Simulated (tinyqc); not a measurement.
From results back to parameters: donors with valley-orbit split 1s states. Five cases, with inputs chosen for the exercise.

Problem. The electron density is given and ND is hidden.

Each donor binds at most one electron, in any of its states. For a site s, W_s = sum over its states of g exp(E/kT), and the ionised share is 1/(1 + W_s exp(eta)), eta = (EF - Ec)/kT; n = Nc F_1/2(eta); neutrality n + NA = ND x (mean ionised share); holes are neglected. Nc from N = 2 (m kB T/(4 pi c))^(3/2) with c = hbar^2/2m0, in 1/angstrom^3; times 1e24 for 1/cm^3, m = md. F_j(eta) = (1/Gamma(j + 1)) integral_0^infinity x^j dx/(1 + exp(x - eta)), which tends to exp(eta) for eta << 0.

Constants: hbar^2/2m0 = 3.80998211 eV angstrom^2; kB = 8.617333262e-05 eV/K.

Find: eta; mean ionised share; ND.

Method. n/Nc gives eta, eta and W_s give the ionised share, and ND = (n + NA)/share.

Case 1.

Values chosen (near those of As in Si; shifted at random, so the results belong to these values and not to a real crystal): md = 1.084 m0 (density-of-states mass of the conduction band); E = (54.6, 34, 31.4) meV (binding energies of 1s(A1), 1s(T2), 1s(E)); g = (2, 6, 4) (their degeneracies with spin); T = 250 K; NA = 0 1/cm^3 (compensating acceptors, all ionised).

n = 2.7252e+17 1/cm^3

Solution.

eta = -4.366
mean ionised share = 0.524
ND = 5.2e+17 1/cm^3

Case 2.

Values chosen (near those of Sb in Si; shifted at random, so the results belong to these values and not to a real crystal): md = 1.063 m0 (density-of-states mass of the conduction band); E = (43.3, 33.7, 30.5) meV (binding energies of 1s(A1), 1s(T2), 1s(E)); g = (2, 6, 4) (their degeneracies with spin); T = 500 K; NA = 0 1/cm^3 (compensating acceptors, all ionised).

n = 8.0104e+16 1/cm^3

Solution.

eta = -6.604
mean ionised share = 0.965
ND = 8.3e+16 1/cm^3

Case 3.

Values chosen (near those of As in Si; shifted at random, so the results belong to these values and not to a real crystal): md = 1.068 m0 (density-of-states mass of the conduction band); E = (53.8, 32.3, 31) meV (binding energies of 1s(A1), 1s(T2), 1s(E)); g = (2, 6, 4) (their degeneracies with spin); T = 225 K; NA = 0 1/cm^3 (compensating acceptors, all ionised).

n = 1.2137e+17 1/cm^3

Solution.

eta = -4.996
mean ionised share = 0.639
ND = 1.9e+17 1/cm^3

Case 4.

Values chosen (near those of As in Si; shifted at random, so the results belong to these values and not to a real crystal): md = 1.087 m0 (density-of-states mass of the conduction band); E = (54, 33.4, 32.2) meV (binding energies of 1s(A1), 1s(T2), 1s(E)); g = (2, 6, 4) (their degeneracies with spin); T = 500 K; NA = 0 1/cm^3 (compensating acceptors, all ionised).

n = 9.5575e+15 1/cm^3

Solution.

eta = -8.764
mean ionised share = 0.996
ND = 9.6e+15 1/cm^3

Case 5.

Values chosen (near those of P in Si; shifted at random, so the results belong to these values and not to a real crystal): md = 1.091 m0 (density-of-states mass of the conduction band); E = (44.6, 33.1, 31) meV (binding energies of 1s(A1), 1s(T2), 1s(E)); g = (2, 6, 4) (their degeneracies with spin); T = 350 K; NA = 0 1/cm^3 (compensating acceptors, all ionised).

n = 8.8181e+15 1/cm^3

Solution.

eta = -8.315
mean ionised share = 0.991
ND = 8.9e+15 1/cm^3

Computed by tinyqc, one run a case: `OMP_NUM_THREADS=1 python tinyqc.py N N+1 out.jsonl` with N = 1680889, 1680918, 1680926, 1681001, 1681009; one thread of a shared Intel(R) Xeon(R) Processor @ 2.30GHz, about 0.01 s a run at most.
